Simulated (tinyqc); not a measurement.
Two-band massive Dirac model of the K valleys, step by step. Values are carried at full precision from step to step, so a last printed digit may differ when a step is redone from the rounded ones.

Basis (conduction, valence): H = [[D/2, a t (tau kx - i ky)], [a t (tau kx + i ky), -D/2 + lam tau sz]], valley tau = +/-1, spin sz = +/-1. The gap of a spin and valley is G = D - lam tau sz. Berry curvature Omega = curl of i<u|grad u>; for the conduction band Omega_c = -tau 2 a^2 t^2 G/(G^2 + 4 a^2 t^2 k^2)^(3/2), and Omega_v = -Omega_c.

Constants: hbar^2/2m0 = 3.80998211 eV angstrom^2.

Parameters, chosen for this exercise (near those used for monolayer WSe2; the results hold for these values, not for the real material):
```
symbol  value           unit        meaning
a       3.308           angstrom    lattice constant
D       1.61            eV          gap parameter
t       1.24            eV          effective hopping
lam     0.239           eV          half the valence spin splitting
tau     -1                          valley
sz      1                           spin
k       (0.061, 0.091)  1/angstrom  wave vector from the valley
h       0.02            1/angstrom  side of the plaquette
```

## Band edges of the four flavours

At k = 0: Ec = D/2, Ev = -D/2 + lam tau sz; mass m/m0 = c G/(a t)^2 for both bands, c = hbar^2/2m0; Omega_c(0) = -2 tau a^2 t^2/G^2.

Edges:
```
tau  sz  Ec (eV)  Ev (eV)  G (eV)  mass (m0)  Omega_c (angstrom^2)
1     1   0.8050  -0.5660  1.3710     0.3104               -17.903
1    -1   0.8050  -1.0440  1.8490     0.4187                -9.843
-1    1   0.8050  -1.0440  1.8490     0.4187                 9.843
-1   -1   0.8050  -0.5660  1.3710     0.3104                17.903
```

The top of the valence band has spin up at tau = +1 and spin down at tau = -1: spin and valley are locked, with 478 meV between the two valence bands (A and B transitions at 1.371 and 1.849 eV, without exciton binding).

## H at one k

Fill in the matrix and diagonalise: E = lam tau sz/2 -/+ sqrt(G^2/4 + a^2 t^2 k^2).

H (eV), rows c, v and columns alike:
```
[[0.8050, -0.2502-0.3733i],
 [-0.2502+0.3733i, -1.0440]]
```

levels (eV): [-1.1474, 0.9084]

cos(theta) = G/(E+ - E-) = 0.8994

## Curvature, orbital moment and circular dichroism

Omega_c from the formula; orbital moment of both bands m = -tau (a t)^2 G/(c (G^2 + 4 a^2 t^2 k^2)) in Bohr magnetons (charge -e), c = hbar^2/2m0; interband strengths |P+/-|^2 proportional to (1 +/- tau cos(theta))^2 for P+/- = Px +/- i Py, and eta = (|P+|^2 - |P-|^2)/(|P+|^2 + |P-|^2) = 2 tau cos(theta)/(1 + cos^2(theta)).

Omega_c = 7.161 angstrom^2
orbital moment = 1.932 muB
eta = -0.9944

All three change sign with the valley. The selection rule, exact at k = 0, still holds to 99.4 % here.

## The curvature from a plaquette

Corners counter-clockwise around k, from (-h/2, -h/2); upper eigenvector u with its first component real and positive; Omega = -(sum of arg <u_j|u_(j+1)>)/h^2.

Corners:
```
j      kx      ky      u_c                u_v  arg <u_j|u_j+1> (rad)
1  0.0510  0.0810  0.97991  -0.10627+0.16879i               0.006934
2  0.0710  0.0810  0.97526  -0.14572+0.16624i              -0.005857
3  0.0710  0.1010  0.96877  -0.14260+0.20285i              -0.008272
4  0.0510  0.1010  0.97306  -0.10391+0.20579i               0.004334
```

Omega_c from the plaquette = 7.155 angstrom^2

The formula at the centre gives 7.161; the plaquette averages over its area.

## Checks

- Curvature formula against a plaquette of side 1e-4: both 7.1608.
- Eta against the matrix elements of dH/dkx +/- i dH/dky: both -0.99440.

Program tinyqc; command `OMP_NUM_THREADS=1 python tinyqc.py 1481365 1481366 out.jsonl`; about 0.01 s on one thread of a shared Intel(R) Xeon(R) Processor @ 2.30GHz.
